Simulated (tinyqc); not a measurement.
Sheet resistance of a shallow doped layer with concentration-dependent mobility and limited activation: one step, computed by the program tinyqc.

A layer of one dopant lies in a background of the opposite type. Current flows parallel to the surface down to the junction; depletion is ignored.

Task: Local values. C(x) = C_s for x < l and C_s 10^(-(x - l)/abruptness) beyond. Active density N = min(C, C_a); carriers n = N - C_B; mobility mu = mu_min + (mu_max - mu_min)/(1 + ((N + C_B)/N_r)^alpha). Conductivity e n mu. Depths are 0, 0.2, 0.4, 0.6, 0.8 and 0.95 of x_j.

Inputs (values chosen for the exercise, modelled on arsenic in silicon):
```
quantity,value,unit
surface concentration C_s,2.5e+19,1/cm^3
length l,59,nm
tail abruptness,2.8,nm/decade
background C_B,4e+15,1/cm^3
mobility floor mu_min,54.4,cm^2/(V s)
mobility mu_max,1420,cm^2/(V s)
reference density N_r,1.02e+17,1/cm^3
exponent alpha,0.685,-
anneal temperature T,1000,C
```

Profile: box with exponential tail.

junction depth x_j = 69.62846 nm

active limit C_a = 2.667906e+20 1/cm^3

Constants: e = 1.602176634e-19 C.

Give: Along the depth.

Result:

Along the depth:
```
x (nm),C (1/cm^3),N (1/cm^3),mu (cm^2/(V s)),conductivity (S/cm)
0.00,2.500e+19,2.500e+19,85.2,341.2
13.93,2.500e+19,2.500e+19,85.2,341.2
27.85,2.500e+19,2.500e+19,85.2,341.2
41.78,2.500e+19,2.500e+19,85.2,341.2
55.70,2.500e+19,2.500e+19,85.2,341.2
66.15,7.005e+16,7.005e+16,811.8,8.6
```
